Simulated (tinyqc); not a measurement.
Perpendicular magnetic tunnel junction: magnetoresistance, thermal stability and spin-torque switching: one step of the calculation.

A circular free layer treated as one macrospin with its easy axis out of plane. mu0 = 1.25663706212e-6 H/m, gyromagnetic ratio q/m0 (g = 2). Magnetic parameters are taken as given at T.

Question. Retention of the array. A bit flips thermally at the rate exp(-Delta)/t0; the chance that any of N bits flips in ten years (3.15576e8 s) is 1 - exp[-N (time/t0) exp(-Delta)]. The Delta needed for a chance of 1e-4 follows by inversion.

Values chosen for this exercise:
- t0 = 1 ns (attempt time)
- N = 1.34e8 (bits)

Delta = 58.606942

Find: mean life of one bit; expected flips in ten years; Delta needed.

Answer.

mean life of one bit = 8.986e8 years
expected flips in ten years = 1.491
Delta needed = 68.22

Delta falls short of the need by 9.61.

Numbers from tinyqc (`OMP_NUM_THREADS=1 python tinyqc.py 2450043 2450044 out.jsonl`; about 0.01 s on one thread of a shared Intel Xeon 2.30GHz).
